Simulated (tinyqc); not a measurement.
# Worked calculation: bandgap voltage reference from two bipolar transistors

Numbers from tinyqc (`OMP_NUM_THREADS=1 python tinyqc.py 2062127 2062128 out.jsonl`; about 0.03 s on one thread of a shared Intel Xeon 2.30GHz). Printed values are rounded.

Two transistors of area 1 and N carry the same current I. Is(T) = Is (T/T0)^eta exp[(Vg0 q/kB)(1/T0 - 1/T)], VBE1 = Vt ln(I/Is(T)) + I rb, VBE2 = Vt ln(I/(N Is(T))) + I rb/N. The amplifier forces I R1(T) = VBE1 - VBE2 + Vos, with R(T) = R (1 + tc (T - T0)) for both resistors, and the output is Vref = VBE1 + I R2(T). Base currents and the Early effect are neglected.

Parameters, values chosen for the exercise; values of the order met in silicon bipolar transistors:
```
symbol    value   unit                                                   meaning
T0          300      K                                     reference temperature
Vg0       1.141      V                      band-gap voltage extrapolated to 0 K
eta         4.2                   temperature exponent of the saturation current
Is      1.8e-16      A           saturation current of the unit transistor at T0
N            15                              area ratio of the second transistor
R1           15   kohm  resistor across which the difference of VBE falls, at T0
tc            0  ppm/K                 temperature coefficient of both resistors
Vos           0     mV                                   offset of the amplifier
rb           64    ohm                  series resistance of the unit transistor
R2        126.8   kohm                                     output resistor at T0
T           398      K                                               temperature
```

Constants: q = 1.602176634e-19 C, kB = 1.380649e-23 J/K. Results are converted to the units shown.

## Operating point at the reference temperature

Vt = kB T/q; I = (Vt ln N + Vos)/(R1(T) - rb (1 - 1/N)). Evaluate at T = T0.

Vt = 0.0258520 V
I = 4.68589 uA
Is(T) = 1.8e-16 A
VBE1 = 0.620299 V
I R2 = 0.594171 V
Vref = 1.21447 V

## Operating point at another temperature

Vt = kB T/q; I = (Vt ln N + Vos)/(R1(T) - rb (1 - 1/N)).

Vt = 0.0342970 V
I = 6.21662 uA
Is(T) = 3.09471e-11 A
VBE1 = 0.419180 V
I R2 = 0.788267 V
Vref = 1.20745 V

From T0 to T, VBE1 changes by -201 mV and I R2 by 194 mV, which leaves -7.02 mV in Vref.

## Resistor for zero slope at T0, ideal case

With tc = 0, Vos = 0 and rb = 0 the current is proportional to T, dVBE/dT = (VBE - Vg0 - (eta - 1) Vt)/T, and Vref has zero slope at T0 when Vref = Vg0 + (eta - 1) Vt0. Find VBE1, its slope, that Vref, R2/R1 and the curvature d2Vref/dT2 = -(eta - 1) kB/(q T0).

VBE1 = 0.619896 V
dVBE/dT = -2.01277 mV/K
Vref = 1.22373 V
R2/R1 = 8.62511
curvature = -0.919182 uV/K^2
